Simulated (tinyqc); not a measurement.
From one set of inputs to another, one input at a time: millisecond and nanosecond annealing: surface heating, thermal budget and solid-phase regrowth. Computed by tinyqc, a small Python program. Command: `OMP_NUM_THREADS=1 python tinyqc.py 3013382 3013383 out.jsonl flash ladder`. One thread of a shared host (Intel(R) Xeon(R) Processor @ 2.30GHz), about 0.03 s of CPU time with the checks.

A square pulse heats the surface of a thick wafer with constant thermal properties; losses by radiation are neglected and silicon melts at 1414 C.

The inputs printed are set A. Set A is modelled on hot silicon with boron; the values taken over come from a set modelled on hot silicon with arsenic. Inputs not listed in the table keep their values of set A, so the rows need not describe a real material.

Inputs (values chosen for the exercise, modelled on hot silicon with boron):
```
quantity                      value        unit
incident fluence              0.301      J/cm^2
pulse length t_p            3.8e-08           s
reflectance R                  0.53           -
thermal conductivity k          0.3    W/(cm K)
heat capacity per volume c     2.26  J/(cm^3 K)
preheat temperature T0          200           C
dopant prefactor D0            1.16      cm^2/s
dopant activation energy E     3.49          eV
regrowth prefactor v0       4.4e+08        cm/s
regrowth energy E_v            2.69          eV
```

Source: pulsed laser.

Constants: k_B = 8.617333262e-05 eV/K.

Method:
- Absorbed flux q = (1 - R) fluence/t_p; kappa = k/c. With f(z, t) = (2 q/k) sqrt(kappa t) ierfc(z/(2 sqrt(kappa t))), ierfc(x) = exp(-x^2)/sqrt(pi) - x erfc(x): T = T0 + f(z, t) during the pulse and T0 + f(z, t) - f(z, t - t_p) after it.
- At the surface the rise at the end of the pulse is 2 q sqrt(t_p/(pi k c)); the fluence that just melts the surface scales with (1414 - T0).
- Temperatures in kelvin are T(C) + 273.15.
- Integrate exp(-E/(k_B T(t))) at the surface from 0 to 10 t_p (Gauss-Legendre, 60 points in sqrt(t) up to t_p and 60 in sqrt(t - t_p) after it). (Dt) = D0 x integral with E; regrowth = v0 x integral with E_v; effective time = integral/exp(-E/(k_B T_peak)).

Each row keeps all changes above it; columns: (1) input moved; (2) from; (3) to; (4) diffusion length 2 sqrt(Dt) (nm); (5) effective time over t_p; (6) fluence at the melting threshold (J/cm^2):
```
(1)                                                                      (2)         (3)       (4)     (5)     (6)
set A                                                                      -           -  0.001357  0.1007  0.3674
reflectance R                                                           0.53        0.58  0.000457  0.0975  0.4112
heat capacity per volume c (J/(cm^3 K))                                 2.26        2.14  0.000597  0.0982  0.4001
thermal conductivity k (W/(cm K))                                        0.3        0.25  0.001436  0.1009  0.3652
preheat temperature T0 (C)                                               200          25  0.000199  0.0787  0.4179
dopant prefactor D0 (cm^2/s) and dopant activation energy E (eV)  1.16, 3.49  10.2, 3.95  0.000071  0.0700  0.4179
```

Where does the difference come from?

Diffusion length 2 sqrt(Dt) goes from 0.00136 to 7.13e-5, a factor 0.0525 in all. The largest single move comes from preheat temperature T0 (a factor 0.139), and thermal conductivity k works against it (a factor 2.41). Effective time over t_p goes from 0.101 to 0.0700, a factor 0.694 in all. The largest single move comes from preheat temperature T0 (a factor 0.780), and thermal conductivity k works against it (a factor 1.028). Fluence at the melting threshold goes from 0.367 to 0.418, a factor 1.14 in all. The largest single move comes from preheat temperature T0 (a factor 1.14), and thermal conductivity k works against it (a factor 0.913). The single moves hold for this order of the switches; the total does not depend on the order.

Caution (all rows): cold silicon conducts heat several times better than the constant k used here, so the real melting fluence is higher. Caution (all rows): equilibrium diffusivities are used; implant damage enhances diffusion, and k and c vary with temperature. Caution (all rows): a diffusion length below the atomic spacing of 0.235 nm means about one jump per atom or fewer, so the profile does not change measurably.

Extremes, crossings and ranges named in words are read from the listed rows.
